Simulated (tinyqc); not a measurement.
# Changing the total dopant density N

Model: dopants and charged point defects at anneal temperature: Fermi-level effect, clustering and pairing. Computed by tinyqc, a small Python program. Command: `OMP_NUM_THREADS=1 python tinyqc.py 3023241 3023242 out.jsonl pairing sweep`. One thread of a shared host (Intel(R) Xeon(R) Processor @ 2.30GHz), about 0.01 s of CPU time with the checks.

Boltzmann statistics and full ionisation of active dopants. Energies are counted from the valence band; the defect (a vacancy or self-interstitial) has five charge states, with all degeneracy factors one.

Inputs (values chosen for the exercise, with bands modelled on germanium): gap at 0 K E_g0 = 0.736 eV; Varshni alpha = 0.000488 eV/K; Varshni beta = 233 K; electron mass m_e = 0.226 m_0; valleys M_c = 4; hole mass m_h = 0.327 m_0; anneal temperature T = 740 K; formation enthalpy of the neutral defect H_f = 1.89 eV; formation entropy S_f = 4.7 k_B; site density N_s = 4.3e+22 cm^-3; intrinsic dopant diffusivity D_i = 3.1e-14 cm^2/s; anneal time t = 700 s.

Dopant: donor. Second part: pairing with a mobile impurity.

defect levels as fractions of E_g(T): (2+/+), (+/0), (0/-), (-/2-): [0.16, 0.11, 0.41, 0.93]

Constants: m_0 = 9.1093837015e-31 kg; k_B = 1.380649e-23 J/K; h = 6.62607015e-34 J s; k_B = 8.617333262e-05 eV/K.

Method:
- E_g = E_g0 - alpha T^2/(T + beta).
- N_c = 2 M_c (2 pi m_e k_B T/h^2)^(3/2) and N_v = 2 (2 pi m_h k_B T/h^2)^(3/2), masses in units of m_0.
- n_i = sqrt(N_c N_v) exp(-E_g/2 k_B T); E_i = E_g/2 + (k_B T/2) ln(N_v/N_c).
- No clustering: A = N.
- n = A/2 + sqrt(A^2/4 + n_i^2) for an active density A.
- chi = n/n_i (for acceptors n_i/p); E_F = E_i + k_B T ln chi; field enhancement h = 1 + A/sqrt(A^2 + 4 n_i^2).
- C_0 = N_s exp(S_f/k_B) exp(-H_f/k_B T). Ratios to the neutral state at E_F = E_i: r_+ = exp((E(+/0) - E_i)/k_B T), r_2+ = r_+ exp((E(2+/+) - E_i)/k_B T), r_- = exp((E_i - E(0/-))/k_B T), r_2- = r_- exp((E_i - E(-/2-))/k_B T); at other E_F state q scales as chi^(-q). The enhancement is sum r_q chi^(-q)/sum r_q. The charge on the defects is left out of neutrality.
- If every charge state of the defect carries the dopant equally well, D = D_i x enhancement x h x (active share A/N, a rough stand-in that overstates the dA/dN which immobile clusters call for), D_i being an input held fixed when T or H_f is moved; diffusion length 2 sqrt(D t).

One run for each value:
```
total dopant density N (cm^-3)  active density A (cm^-3)  enhancement over intrinsic       D/D_i  E_F (eV)  mean charge (e)
1.00e+17                                        1.00e+17                  1.0359e+00  1.1058e+00   0.20845          -0.5355
3.00e+17                                        3.00e+17                  1.1166e+00  1.3384e+00   0.21698          -0.5845
9.00e+17                                        9.00e+17                  1.4233e+00  2.1629e+00   0.24086          -0.7092
3.00e+18                                        3.00e+18                  2.9652e+00  5.6244e+00   0.29697          -0.9494
8.00e+18                                        8.00e+18                  7.9946e+00  1.5856e+01   0.35649          -1.1770
2.00e+19                                        2.00e+19                  2.5986e+01  5.1901e+01   0.41447          -1.4198
7.00e+19                                        7.00e+19                  1.8861e+02  3.7719e+02   0.49427          -1.7317
2.00e+20                                        2.00e+20                  1.2723e+03  2.5447e+03   0.56121          -1.8876
7.00e+20                                        7.00e+20                  1.4337e+04  2.8674e+04   0.64110          -1.9652
2.00e+21                                        2.00e+21                  1.1439e+05  2.2878e+05   0.70804          -1.9876
```

What does the table show, and why?

Over the rows, active density A (cm^-3) rises from 1.00e17 to 2.00e21 (exponent d ln y / d ln x about 1.0 throughout); enhancement over intrinsic rises from 1.04 to 114000 (exponent d ln y / d ln x 0.068 between the first rows and 2.0 between the last); D/D_i rises from 1.11 to 229000 (exponent d ln y / d ln x 0.17 between the first rows and 2.0 between the last). The exponent of active density A stays at 1: no clustering.

Caution (rows 7.00e19, 2.00e20, 7.00e20, 2.00e21): the carrier density exceeds the effective density of states, where Boltzmann statistics understate the shift of E_F and so the density of charged defects (gap narrowing, also left out, works the other way). Caution (rows 7.00e19, 2.00e20, 7.00e20, 2.00e21): so large an enhancement assumes that highly charged defects carry the dopant as well as neutral ones; measured enhancements are far smaller.
